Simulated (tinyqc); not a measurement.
A square-lattice strip 3 sites wide in a magnetic flux, recursive Green functions: one step of the calculation.

The device has N = 4 slices of 3 site(s), nearest-neighbour hopping -t, and site energies U; the leads are semi-infinite continuations with site energy 0 and no flux. The hopping from slice i to i + 1 inside the device carries the phase exp(2 pi i f j) on row j = 1, 2, ...: V = <i+1|H|i> = -t diag(exp(2 pi i f j)).

Problem. Self-energy of the leads. Transverse modes n = 1..3: chi_n(j) = sqrt(2/4) sin(pi n j/4), energy e_n = -2 t cos(pi n/4). Sigma = t^2 sum_n chi_n chi_n^T g(E - e_n), g(x) = (x - i sqrt(4 t^2 - x^2))/(2 t^2) for |x| < 2 t and (x - sign(x) sqrt(x^2 - 4 t^2))/(2 t^2) otherwise; Gamma = i (Sigma - Sigma^dagger); both leads give the same.

Values chosen for this exercise:
- t = 1 eV (hopping (matrix element -t))
- E = -0.38 eV (energy)

Wanted: Sigma; Gamma; open modes.

Solution.

Sigma (eV):
$$\begin{pmatrix}
-0.19000-0.81533i & 0.50000-0.14641i & 0.00000+0.16646i \\
0.50000-0.14641i & -0.19000-0.64887i & 0.50000-0.14641i \\
0.00000+0.16646i & 0.50000-0.14641i & -0.19000-0.81533i
\end{pmatrix}$$

Gamma (eV):
$$\begin{pmatrix}
1.6307 & 0.2928 & -0.3329 \\
0.2928 & 1.2977 & 0.2928 \\
-0.3329 & 0.2928 & 1.6307
\end{pmatrix}$$

open modes = 3

tinyqc, about 0.02 s, one thread, Intel Xeon 2.30GHz (shared host): `OMP_NUM_THREADS=1 python tinyqc.py 2660125 2660126 out.jsonl`
